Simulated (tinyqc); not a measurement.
Inside a calculation. Model: front-illuminated p-i-n photodiode, quantum efficiency and bandwidth.

tinyqc, about 0.01 s, one thread, Intel Xeon 2.30GHz (shared host): `OMP_NUM_THREADS=1 python tinyqc.py 2250123 2250124 out.jsonl` Printed values are rounded.

Light enters through a p layer (0 to xp), a depleted layer (xp to xp + wi) and a thick n substrate, decaying as exp(-al x); one pass, no back reflection. Carriers made in the depleted layer are all collected; those in the neutral layers diffuse.

Values chosen for this exercise; values close to those of silicon at this wavelength:
- lam = 850 nm (wavelength)
- al = 521 1/cm (absorption coefficient)
- Rf = 0.05 (reflectance of the front face)
- eps_r = 11.4 (relative permittivity)
- xp = 0.7 um (thickness of the front p layer)
- wi = 56 um (thickness of the depleted layer)
- Dn = 14 cm^2/s (electron diffusion coefficient in the p layer)
- Ln = 2.9 um (electron diffusion length in the p layer)
- S = 6e5 cm/s (recombination velocity of the front surface)
- Lp = 0.69 um (hole diffusion length in the thick n substrate)
- ve = 9.95e6 cm/s (electron drift velocity)
- vh = 6.67e6 cm/s (hole drift velocity)
- dia = 400 um (diameter)
- RL = 50 ohm (load resistance)
- Cp = 60 fF (parasitic capacitance)
- f = 0.32 GHz (modulation frequency)

Constants: q = 1.602176634e-19 C, h = 6.62607015e-34 J s, c = 299792458 m/s, eps0 = 8.8541878128e-14 F/cm where lengths are in cm. Results are converted to the units shown.

## Quantum efficiency

k = al Ln, s = S Ln/Dn, e = exp(-al xp); front layer f1 = (k/(k^2 - 1)) {[s + k - e (s cosh(xp/Ln) + sinh(xp/Ln))]/[s sinh(xp/Ln) + cosh(xp/Ln)] - k e}; depleted layer f2 = e (1 - exp(-al wi)); substrate f3 = e exp(-al wi) al Lp/(1 + al Lp); external efficiency (1 - Rf)(f1 + f2 + f3); responsivity = efficiency q lam/(h c).

s = 12.42857
f1 = 0.02212892
f2 = 0.9120599
f3 = 0.001808890
external efficiency = 0.8891978
responsivity = 0.6096085 A/W

The front layer absorbs 3.58 % of the light that enters and collects 61.8 % of that. Diffusion from the neutral layers makes up 2.56 % of the current.

## Response at one frequency

Drift response for pairs made in the depleted layer, a = al wi, g = 1 - exp(-a), u = 2 pi i f, te = wi/ve, th = wi/vh: electrons He = [g - a (exp(-a) - exp(-u te))/(u te - a)]/(u te g), holes Hh = [g - a (1 - exp(-a - u th))/(a + u th)]/(u th g); C = eps0 eps_r pi (dia/2)^2/wi + Cp; total |He + Hh|/sqrt(1 + (2 pi f RL C)^2), for the current of the depleted layer alone.

te = 562.8141 ps
th = 839.5802 ps
He = 0.6180878-0.2972466i
Hh = 0.2479880-0.1056632i
|He + Hh| = 0.9552087
C = 286.5038 fF
total response = 0.9548128

The drift response alone falls to 1/sqrt(2) at 0.872 GHz and the RC term alone at 11.1 GHz; together they give 0.868 GHz for this part of the current; the diffusion currents, left out, respond on their own time scales.
